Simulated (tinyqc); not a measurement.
Shift against diffusion length: interdiffusion of a quantum well during annealing: blurred potential and shift of the confined levels. Computed by tinyqc, a small Python program. Command: `OMP_NUM_THREADS=1 python tinyqc.py 3029273 3029274 out.jsonl qwi walk`. One thread of a shared host (Intel(R) Xeon(R) Processor @ 2.30GHz), about 0.07 s of CPU time with the checks.

A square well of width w is blurred by Fick diffusion with a constant coefficient; band offsets are linear in composition, masses are uniform, and strain and excitons are ignored.

Inputs (values chosen for the exercise, modelled on InGaAs in InP):

| quantity | value | unit |
|---|---|---|
| well width w | 9 | nm |
| electron mass m_e | 0.0425 | m_0 |
| hole mass m_h | 0.403 | m_0 |
| conduction offset V_c | 0.22 | eV |
| valence offset V_v | 0.45 | eV |

Constants: hbar^2/(2 m_0) = 3.80998212 eV angstrom^2.

Method:
- Square well, ground state: take the lowest root of k tan(k w/2) = kappa, k^2 = E/c, kappa^2 = (V - E)/c, c = hbar^2/(2m) with hbar^2/(2 m_0) in eV angstrom^2.
- With L = sqrt(D t) and the share at the centre erf(w/(4L)). After the anneal: V(z) = V {1 - (1/2)[erf((w/2 - z)/(2L)) + erf((w/2 + z)/(2L))]}, energies counted from the original well bottom. Finite differences on 3000 points over |z| < w/2 + 6L + 25 nm; shifts are taken against the same grid with cell-averaged square steps.
- First-order estimate for small L: the shift is 2 L^2 V |d(psi^2)/dz| at an edge, with psi the normalised square-well state: psi^2 = cos^2(k z)/(w/2 + 1/kappa) inside, so |d(psi^2)/dz| = k sin(k w)/(w/2 + 1/kappa).

electron level before the anneal = 50.6947 meV

hole level before the anneal = 9.48195 meV

Shifts (meV):

| L/w | L (nm) | share at the centre | electron | hole | sum | first-order sum |
|---|---|---|---|---|---|---|
| 0.02 | 0.18 | 1 | 0.399 | 0.446 | 0.845 | 0.95427 |
| 0.04 | 0.36 | 1 | 1.527 | 1.607 | 3.134 | 3.8171 |
| 0.07 | 0.63 | 1.00000 | 4.42 | 4.694 | 9.114 | 11.690 |
| 0.1 | 0.9 | 0.99959 | 8.6 | 10.085 | 18.685 | 23.857 |
| 0.15 | 1.35 | 0.98158 | 17.938 | 27.507 | 45.445 | 53.677 |
| 0.2 | 1.8 | 0.92290 | 29.125 | 56.289 | 85.415 | 95.427 |
| 0.3 | 2.7 | 0.76141 | 51.536 | 123.392 | 174.928 | 214.71 |
| 0.45 | 4.05 | 0.56794 | 77.435 | 201.79 | 279.225 | 483.10 |
| 0.7 | 6.3 | 0.38649 | 103.316 | 276.139 | 379.455 | 1169.0 |
| 1 | 9 | 0.27633 | 120.213 | 321.964 | 442.178 | 2385.7 |

What follows from these numbers?

The sum grows as L^1.89 between the first rows (L^2, linear in time, in first order) and as L^0.43 between the last, as it bends towards the limit V_c + V_v less the original levels, 609.8 meV. The first-order form is off by +13 % in the first row and +28 % at L/w = 0.1; it needs L well below the decay length 1/kappa. At L/w = 0.2 the electron level has moved by the larger share of its offset (12.5 % for the hole, 13.2 % for the electron). Caution: the well mass is used in the barriers too; a heavier barrier mass would lower these levels.
